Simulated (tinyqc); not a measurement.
## Length offset and series resistance from crossing lines

Inverse problem. R_total = Rs + k (L - dL)/Vo with constant Rs, dL and k. Find k, dL and Rs.

R_total at (L, Vo) = (90, 0.41), (180, 0.41), (90, 0.82) and (180, 0.82), L in nm and Vo in V (ohm um): 1067.9024  2121.5610  673.95122  1200.7805

Solution. At each overdrive R is a straight line in L with slope k/Vo; the two lines cross at L = dL, R = Rs.

k = 4.80 ohm um V/nm
dL = 22.7 nm
Rs = 280 ohm um

Computed by the program tinyqc: `OMP_NUM_THREADS=1 python tinyqc.py 2282014 2282015 out.jsonl`, one thread of a shared Intel Xeon 2.30GHz, about 0.06 s for the whole run.
